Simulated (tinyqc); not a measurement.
From one set of inputs to another, one input at a time: bottom-up copper filling of a trench by curvature-enhanced accelerator coverage. Computed by tinyqc, a small Python program. Command: `OMP_NUM_THREADS=1 python tinyqc.py 3003983 3003984 out.jsonl superfill ladder`. One thread of a shared host (Intel(R) Xeon(R) Processor @ 2.30GHz), about 0.06 s of CPU time with the checks.

A rectangular trench keeps vertical walls and a flat floor. An accelerator floats on the surface; where area is lost in the corners it is passed on to the floor.

The inputs printed are set A. Inputs not listed in the table keep their values of set A, so the rows need not describe a real material.

Inputs (values chosen for the exercise, close to those used for damascene copper plating): trench width w = 140 nm; aspect ratio h/w = 2.5; exchange current of the suppressed surface i_0 = 0.022 mA/cm^2; exchange current of the accelerated surface i_1 = 0.63 mA/cm^2; transfer coefficient alpha = 0.51; overpotential eta = 0.14 V; starting coverage theta_0 = 0.0098; adsorption rate k_a = 0.00017 1/s; cupric ion concentration C = 0.76 mol/l; diffusivity D = 3.6e-06 cm^2/s; boundary layer delta = 26 um; temperature T = 298 K.

Constants: e = 1.602176634e-19 C; N_A = 6.02214076e+23 1/mol; k_B = 8.617333262e-05 eV/K.

Method. Kinetic current i_k = [i_0 (1 - theta) + i_1 theta] exp(alpha eta/(k_B T)), limit i_L = 2 F D C/delta, i = 1/(1/i_k + 1/i_L); velocity v = i Omega/(2F), Omega = 7.11 cm^3/mol, F = e N_A. Depletion inside the trench is ignored. Half width x, floor height y, depth h = aspect ratio x w. dx/dt = -v_s, dy/dt = v_b. d theta_b/dt = k_a (1 - theta_b) + [theta_s v_b + theta_b v_s]/x: the floor takes the accelerator of the wall it covers and keeps its own as it narrows. d theta_s/dt = k_a (1 - theta_s). theta_b is capped at 1. Integrate (tolerance 1e-9) until the walls meet (x = 0.02 w/2) or the floor passes the original mouth y = h. Start: x = w/2, y = 0, theta_b = theta_s = theta_0. Height filled = y/h, opening left = x/(w/2).

Each row keeps all changes above it:
```
input moved                                                  from      to  time at the end (s)  ratio v(1)/v(theta_0)  share of the height filled from the floor
set A                                                           -       -               276.56                 21.508                                     0.6511
exchange current of the suppressed surface i_0 (mA/cm^2)    0.022   0.029               245.80                 17.244                                     0.5760
starting coverage theta_0                                  0.0098  0.0065               254.05                 18.281                                     0.5588
aspect ratio h/w                                              2.5     1.6               254.05                 18.281                                     0.8731
boundary layer delta (um)                                      26      30               254.16                 18.155                                     0.8701
trench width w (nm)                                           140     220               359.12                 18.155                                     0.8868
exchange current of the accelerated surface i_1 (mA/cm^2)    0.63     2.6               193.69                 46.128                                     1.0000
overpotential eta (V)                                        0.14   0.098               330.30                 51.640                                     1.0000
```

Time at the end goes from 277 to 330, a factor 1.19 in all. The largest single move comes from exchange current of the accelerated surface i_1 (a factor 0.539), but it runs against the net change; the largest move in the direction of the net change is overpotential eta (a factor 1.71). Ratio v(1)/v(theta_0) goes from 21.5 to 51.6, a factor 2.40 in all. The largest single move comes from exchange current of the accelerated surface i_1 (a factor 2.54), and exchange current of the suppressed surface i_0 works against it (a factor 0.802). Share of the height filled from the floor goes from 0.651 to 1.00, a factor 1.54 in all. The largest single move comes from aspect ratio h/w (a factor 1.56), and exchange current of the suppressed surface i_0 works against it (a factor 0.885). The single moves hold for this order of the switches; the total does not depend on the order.

Caution (all rows): real profiles develop slanted corners, and accelerator is consumed; both are left out.

Extremes, crossings and ranges named in words are read from the listed rows.
